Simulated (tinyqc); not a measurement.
Input admittance of a MOSFET at zero drain bias: distributed channel and distributed gate: one step of the calculation.

Source and drain grounded, strong inversion, w = 2 pi f, Cox = eps0 eox/tox. The channel is an RC line of resistance 1/(mu Cox Vo) per square fed from both ends, so one finger has the intrinsic admittance y = i w Cox L tanh(g)/g per width, g = (1/2) sqrt(i w tau), tau = L^2/(mu Vo). The vertical resistance rv/L is in series with y, the overlaps 2 i w Cov in parallel: y_t = 1/(1/y + rv/L) + 2 i w Cov. The gate strip is a line of Rsh/L per length loaded by y_t, so a finger has Y = y_t Wf tanh(k)/k, k = (Wf/sd) sqrt(y_t Rsh/L); the device has Nf Y.

Task. Admittance of the channel and stack per width. tau, g, c = Cox L, y and y_t as defined.

Values chosen for this exercise; values of the order met in silicon radio-frequency transistors:
- eox = 3.9 (relative permittivity of the gate insulator (close to silicon dioxide))
- tox = 7.4 nm (insulator thickness)
- L = 0.24 um (channel length)
- mu = 150 cm^2/(V s) (channel mobility)
- Vo = 0.65 V (gate overdrive)
- rv = 4 ohm um^2 (vertical resistivity of the gate stack)
- Cov = 0.19 fF/um (overlap and fringe capacitance on each side)
- f = 34 GHz (frequency)

Constants: eps0 = 8.8541878128e-14 F/cm where lengths are in cm. Results are converted to the units shown.

Wanted: tau; g; c; y; y_t.

Result.

tau = 5.908 ps
g = 0.3972+0.3972i
c = 1.120 fF/um
y = 24.8+236.1i uS/um
y_t = 25.7+317.1i uS/um

w tau = 1.26, and Im y is 0.987 of w c.

tinyqc, about 0.01 s, one thread, Intel Xeon 2.30GHz (shared host): `OMP_NUM_THREADS=1 python tinyqc.py 2262047 2262048 out.jsonl`
